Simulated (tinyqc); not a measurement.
Band bending at a free surface with a continuum of surface states, surface photovoltage and Kelvin probe: one step of the calculation.

n-type bulk, xi = Ec - EF = Vt ln(Nc/Nd), p0 = ni^2/Nd, ni = sqrt(Nc Nv) exp(-Eg/(2 Vt)), Eg in volts. b is the upward band bending, u = b/Vt. Space charge per area, in units of q: Qc = sign(b) sqrt((2 eps0 eps_r Vt/q) [(Nd + dn)(exp(-u) - 1) + Nd u + (p0 + dn)(exp(u) - 1)]), with dn the excess density under light (flat quasi-Fermi levels; 0 in the dark). The states hold -Ds (E0 - xi - b): negative while the Fermi level lies above the neutrality level. Neutrality: Qc + Qf + (charge of the states) = 0.

Question. Band bending in the dark. Newton step: b(new) = b - (Qc + Qf - Ds (E0 - xi - b))/(dQc/db + Ds), dQc/db = (eps0 eps_r/q) [Nd (1 - exp(-u)) + p0 exp(u)]/Qc.

Parameters, values chosen for the exercise; band and dielectric values close to those of silicon:
- T = 300 K (temperature)
- Eg = 1.11 eV (band gap)
- eps_r = 11.8 (relative permittivity)
- Nc = 2.83e19 cm^-3 (conduction-band density of states at T)
- Nv = 2.6e19 cm^-3 (valence-band density of states at T)
- Nd = 4.2e16 cm^-3 (donor density)
- Qf = 0 cm^-2 (fixed positive charge at the surface)
- Ds = 3.9e12 cm^-2 eV^-1 (density of surface states)
- E0 = 0.36 eV (depth of their neutrality level below the conduction edge)

Constants: q = 1.602176634e-19 C, kB = 1.380649e-23 J/K, Vt = kB T/q, eps0 = 8.8541878128e-14 F/cm where lengths are in cm. Results are converted to the units shown.

b at the start = 0.15 V

Give: b after iteration 1.

Answer.

b after iteration 1 = 0.13009 V

tinyqc, about 0.01 s, one thread, Intel Xeon 2.30GHz (shared host): `OMP_NUM_THREADS=1 python tinyqc.py 2430057 2430058 out.jsonl`
